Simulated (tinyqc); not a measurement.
Square lattice in a magnetic field (Harper-Hofstadter model), step by step. Values are carried at full precision from step to step, so a last printed digit may differ when a step is redone from the rounded ones.

Constants: h/e = 413566.7697 T angstrom^2.

Values chosen for the exercise:
```
symbol  value           unit      meaning
p       1                         flux per plaquette p/q, in units of h/e
q       4
a       130             angstrom  period
tx      0.9             meV       hopping along x
ty      1.3             meV       hopping along y
k       (0.333, 0.302)            kx, ky
```

## The field behind the flux

B = (p/q)(h/e)/a^2, and the field for one flux quantum a cell.

B = 6.118 T
field for one quantum = 24.47 T

## The Harper matrix

Landau gauge, lattice period 1: the magnetic cell has q sites j = 0 to q - 1 along x. H_jj = -2 ty cos(ky + 2 pi p j/q), H_(j,j+1) = -tx, and the bond from q - 1 back to 0 is H_(q-1,0) = -tx exp(i q kx). The levels depend on k only through cos(q kx) and cos(q ky), so the band edges lie at (0, 0) and (pi/q, pi/q).

Fill it in at the given k.

H(k) (meV), lower triangle (Hermitian):
```
                 0        1        2        3
0          -2.4823
1          -0.9000   0.7733
2                0  -0.9000   2.4823
3  -0.2129-0.8745i        0  -0.9000  -0.7733
```

## Levels at that k

Diagonalise; the trace is a check.

levels (meV): -3.0833  -0.7021  0.7021  3.0833

trace = 0.0000 meV

## Band edges

Diagonalise at (0, 0) and (pi/q, pi/q).

Bands (meV):
```
band   bottom      top   width  gap above
1     -3.1623  -2.8826  0.2797     1.5823
2     -1.3003   0.0000  1.3003     0.0000
3      0.0000   1.3003  1.3003     1.5823
4      2.8826   3.1623  0.2797          -
```

The bands cover 3.160 meV of the zero-field width 4 (tx + ty) = 8.8 meV. For even q the two middle bands touch at E = 0.

## Hall conductance of the gaps

Gap r (r bands filled) has sigma_xy = t_r e^2/h in size and relative sign, where r = q s_r + p t_r with integers and |t_r| <= q/2; the Chern number of band r is t_r - t_(r-1), with t_0 = t_q = 0. The closed middle gap of even q has no unique t and is marked by a dash, as are the two bands that touch.

Integers:
```
r  t_r  s_r  Chern number of band r
1    1    0                       1
2    -    -                       -
3   -1    1                       -
4    0    1                       1
```

The first gap carries t = 1; a single Landau level would carry 1.

## Checks

- Size of the Chern number of band 1 from plaquette phases against the integer equation: both 1.00.

(tinyqc, `OMP_NUM_THREADS=1 python tinyqc.py 1281639 1281640 out.jsonl`, Intel(R) Xeon(R) Processor @ 2.30GHz, 1 thread, shared host, about 0.02 s.)
